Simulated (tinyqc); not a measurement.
# Energy and delay of logic against supply voltage: effects of single changes

One expression serves below and above threshold: I(Vg) = Ik [ln(1 + exp((Vg - VT + dd V)/(al nf Vt)))]^al, with I_on = I(V) and I_off = I(0). Gate delay td = kd C V/I_on, clock period LD td. Per gate and cycle the switching energy is act C V^2 and the leakage energy I_off V LD td. No short-circuit current, no variation. Minima are sought above 0.09 V; below a few Vt gates no longer switch and the model has no meaning.

Inputs (values chosen for the exercise); values of the order met in logic technologies: temperature T = 300 K; threshold voltage at zero drain bias VT = 0.38 V; slope factor nf = 1.3; barrier lowering per volt of supply dd = 0.03; specific current of a gate Ik = 2.1 uA; exponent of the current law al = 1.8; load capacitance of a gate C = 0.55 fF; delay factor kd = 0.6; logic depth LD = 12; activity factor act = 0.01.

Constants: q = 1.602176634e-19 C, kB = 1.380649e-23 J/K, Vt = kB T/q. Results are converted to the units shown.

Each table varies one quantity; the others keep the values above.

## Energy and delay against supply voltage

EDP = energy times td.

Energy and delay against supply voltage:
```
V (V)  I_on (uA)  I_off (nA)  td (ps)  switching (aJ)  leakage (aJ)  energy (aJ)  EDP (fJ ps)
0.15    0.002505     0.02945  1.976e4          0.1237         1.047        1.171        23.13
0.27     0.08669     0.03277     1028          0.4009        0.1091       0.5101       0.5243
0.38       1.380     0.03615    90.90          0.7942       0.01498       0.8092      0.07356
0.5        9.653     0.04023    17.09           1.375      0.004126        1.379      0.02357
0.62       28.87     0.04477    7.088           2.114      0.002361        2.117      0.01500
0.73       55.23     0.04939    4.362           2.931      0.001887        2.933      0.01279
0.85       92.52     0.05496    3.032           3.974      0.001700        3.975      0.01205
0.97       138.1     0.06117    2.317           5.175      0.001650        5.177      0.01200
1.08       186.9     0.06747    1.907           6.415      0.001667        6.417      0.01223
1.2        247.5     0.07508    1.600           7.920      0.001730        7.922      0.01267
```

What does the comparison show, and why?

td falls from 19800 to 1.60 ps; the energy goes from 1.17 through a minimum of 0.510 (at V = 0.27 V among the rows listed) to 7.92 aJ and the EDP goes from 23.1 through a minimum of 0.0120 (at V = 0.97 V among the rows listed) to 0.0127 fJ ps. The exact minima lie at V = 0.257 V for the energy and 0.923 V for the EDP. Going from 1.2 V to the energy minimum saves a factor of 15.7 in energy and costs a factor of 887 in delay. Below the minimum the leakage energy rises faster than the switching energy falls, because the clock period grows so steeply.

## Optimum supplies against the threshold voltage at zero drain bias

Same model as above.

V_min minimises the energy and V_EDP the product of energy and td.

Results:
```
VT (V)  V_min (V)  energy at V_min (aJ)  leakage share (%)  clock at V_min (MHz)  V_EDP (V)  clock at V_EDP (GHz)
0.15       0.2834                 1.315              66.43                  9298     0.5481                 30.93
0.25       0.2647                0.6322              39.06                  1649     0.6237                 24.62
0.3        0.2599                0.5505              32.52                 506.9     0.7316                 27.24
0.35       0.2576                0.5153              29.17                 135.4     0.8502                 30.57
0.4        0.2566                0.5000              27.58                 33.25     0.9710                 33.97
0.45       0.2561                0.4933              26.86                 7.806      1.092                 37.32
0.5        0.2559                0.4904              26.53                 1.794      1.214                 40.60
0.55       0.2558                0.4891              26.39                0.4084      1.335                 43.81
```

Estimate the missing row, VT = 0.2 V.

Computed row:
```
VT (V)  V_min (V)  energy at V_min (aJ)  leakage share (%)  clock at V_min (MHz)  V_EDP (V)  clock at V_EDP (GHz)
0.2        0.2733                0.8272              50.34                  4412     0.5528                 24.92
```

With this row back in the table: As VT goes from 0.15 to 0.55, V_min falls from 0.283 to 0.256 V, the energy there falls from 1.32 to 0.489 aJ, the clock there falls from 9300 to 0.408 MHz and V_EDP rises from 0.548 to 1.33 V. V_min lies below VT for VT = 0.3, 0.35, 0.4, 0.45, 0.5, 0.55 V. As VT grows, I_on too becomes a subthreshold current, VT cancels more and more from the energy, and it mainly sets the clock.

Program tinyqc, `OMP_NUM_THREADS=1 python tinyqc.py 2082108 2082109 out.jsonl`; Intel Xeon 2.30GHz, shared host, one thread, about 0.01 s.
